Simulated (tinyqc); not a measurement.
Changing the Debye temperature Theta: thermal displacements in the Debye model: Debye-Waller factors, bond-length spread and the Lindemann rule. Computed by tinyqc, a small Python program. Command: `OMP_NUM_THREADS=1 python tinyqc.py 3023012 3023013 out.jsonl debyewaller sweep`. One thread of a shared host (Intel(R) Xeon(R) Processor @ 2.30GHz), about 0.01 s of CPU time with the checks.

A Debye spectrum with three branches of one velocity, cut at k_B Theta; 4 atoms per cube, nearest neighbours at d = 0.707107 a.

Inputs (values chosen for the exercise, modelled on aluminium):

| quantity | value | unit |
|---|---|---|
| atomic mass M | 26.98 | u |
| lattice constant a | 4.05 | angstrom |
| temperature T | 600 | K |
| Lindemann ratio x_L | 0.12 | - |
| gamma-ray energy E | 6.2 | keV |
| photoelectron wave number k | 6.7 | 1/angstrom |

Structure: fcc.

Constants: hbar^2/u = 4.18015928e-03 eV angstrom^2; k_B = 8.617333262e-05 eV/K; e = 1.602176634e-19 C; u = 1.6605390666e-27 kg; c = 299792458 m/s; hbar = 6.582119569e-16 eV s.

Method:
- <u_x^2> = (3 hbar^2/(2 M k_B Theta)) int_0^1 s coth(s Theta/(2T)) ds (64 Gauss-Legendre points); it tends to 3 hbar^2/(4 M k_B Theta) at T = 0 and to 3 hbar^2 T/(M k_B Theta^2) at high T.
- B = 8 pi^2 <u_x^2>.
- A nucleus of this mass is supposed to emit a gamma ray of the energy chosen: recoil energy E_R = E^2/(2 M c^2), wave number k_g = E/(hbar c), recoil-free fraction f = exp(-k_g^2 <u_x^2>).
- Correlated Debye model: sigma^2 = (3 hbar^2/(M k_B Theta)) int_0^1 s coth(s Theta/(2T)) [1 - sin(s q_D R)/(s q_D R)] ds for two atoms at distance R, q_D = (6 pi^2 n)^(1/3), n atoms per volume; uncorrelated motion would give 2 <u_x^2>.
- An EXAFS amplitude is damped by exp(-2 k^2 sigma^2).
- Melting is placed where sqrt(3 <u_x^2>) = x_L d; the classical form gives T_m = M k_B Theta^2 (x_L d)^2/(9 hbar^2).

One run for each value:

| Debye temperature Theta (K) | B factor (angstrom^2) | Lindemann T_m (K) | recoil-free fraction f | sigma^2 of the nearest bond (angstrom^2) |
|---|---|---|---|---|
| 238 | 4.5308 | 409.6 | 0.56751 | 0.070848 |
| 271 | 3.4991 | 532.2 | 0.64565 | 0.054756 |
| 352 | 2.0820 | 900.5 | 0.77081 | 0.032654 |
| 401 | 1.6087 | 1169.8 | 0.81780 | 0.025273 |
| 457 | 1.2431 | 1520.4 | 0.85605 | 0.019570 |
| 521 | 0.9609 | 1977.2 | 0.88679 | 0.015169 |
| 594 | 0.7437 | 2571.3 | 0.91120 | 0.011781 |

Give the missing row, Debye temperature Theta (K) = 309.

Computed row; columns: (1) Debye temperature Theta (K); (2) B factor (angstrom^2); (3) Lindemann T_m (K); (4) recoil-free fraction f; (5) sigma^2 of the nearest bond (angstrom^2):
```
(1)     (2)    (3)      (4)       (5)
309  2.6959  693.0  0.71386  0.042229
```

Interpolating between the two neighbouring rows (linearly) misses most in B factor (angstrom^2), by 5.1 %. Over the rows, B factor (angstrom^2) falls from 4.53 to 0.744 (exponent d ln y / d ln x about -2.0 throughout); Lindemann T_m (K) rises from 410 to 2570 (exponent d ln y / d ln x about 2.0 throughout); recoil-free fraction f rises from 0.568 to 0.911 (exponent d ln y / d ln x 0.99 between the first rows and 0.21 between the last). The exponent of B factor stays between -1.99 and -1.95, near -2: the classical law T/(M Theta^2). The exponent of Lindemann T_m stays between 2.00 and 2.02, near 2: T_m goes as Theta^2. Theta measures the stiffness, M Theta^2 ~ spring constant: stiffer crystals vibrate less and, by the Lindemann rule, melt higher.

Caution (rows 238, 271, 309, 352): the displacement is near or above the Lindemann value, where anharmonic terms matter.

Extremes, crossings and ranges named in words are read from the listed rows.
